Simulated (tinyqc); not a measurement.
Long-channel MOSFET, surface-potential model: two steps of the calculation.

n-channel transistor on a uniformly doped p-type body, gradual-channel approximation, constant mobility, Boltzmann statistics, full ionisation. Potentials are counted from the neutral body; V is the electron quasi-Fermi potential, Vsb at the source and Vsb + Vds at the drain. Charges are magnitudes per area.

Parameters, values chosen for the exercise; material values close to those of silicon:
- T = 400 K (temperature)
- Vfb = -0.71 V (flat-band voltage)
- mu = 510 cm^2/(V s) (channel mobility)
- W = 20 um (gate width)
- L = 2 um (gate length)
- Vsb = 0 V (source-body reverse bias)
- Vgs = 1.28 V (gate-source voltage)
- Vds = 0.05 V (drain-source voltage)

Constants: q = 1.602176634e-19 C, kB = 1.380649e-23 J/K, Vt = kB T/q. Results are converted to the units shown.

Problem 1. Surface potential at the source by Newton steps. With V = Vsb: G = psi - Vt + Vt e, e = exp((psi - 2 phiF - Vsb)/Vt); f = Vgs + Vsb - Vfb - psi - gamma sqrt(G); f' = -1 - gamma (1 + e)/(2 sqrt(G)); psi(new) = psi - f/f'.

psi at the start (the root without inversion charge) = 0.68757300 V
phiF = 0.36526294 V
gamma = 1.6116184 V^0.5

Give: G; f; f'; psi after iteration 1.

Solution 1.

G = 0.6630 V
f = -0.009848 V
f' = -2.274
psi after iteration 1 = 0.6832 V

Problem 2. Charges and current of the charge-sheet model. psi_0 and psi_L solve Vgs + Vsb - Vfb - psi = gamma sqrt(G) at V = Vsb and Vsb + Vds. Qi = Cox gamma [sqrt(G) - sqrt(psi - Vt)], G = psi - Vt + Vt exp((psi - 2 phiF - V)/Vt), at both ends. With U = Vgs + Vsb - Vfb: drift = mu (W/L) Cox [U (psi_L - psi_0) - (psi_L^2 - psi_0^2)/2 - (2/3) gamma ((psi_L - Vt)^1.5 - (psi_0 - Vt)^1.5)]; diffusion = mu (W/L) Vt (Qi0 - QiL).

psi_0 = 0.68321486 V
psi_L = 0.68645017 V
phiF = 0.36526294 V
Cox = 0.11856912 uF/cm^2
gamma = 1.6116184 V^0.5

Find: Qi0; QiL; drift current; diffusion current; drain current.

Solution 2.

Qi0 = 1.0329 nC/cm^2
QiL = 0.26598 nC/cm^2
drift current = 0.010714 uA
diffusion current = 0.13482 uA
drain current = 0.14553 uA

Drift carries 7.36 % of the current.

Computed by the program tinyqc: `OMP_NUM_THREADS=1 python tinyqc.py 2360012 2360013 out.jsonl`, one thread of a shared Intel Xeon 2.30GHz, about 0.04 s for the whole run.
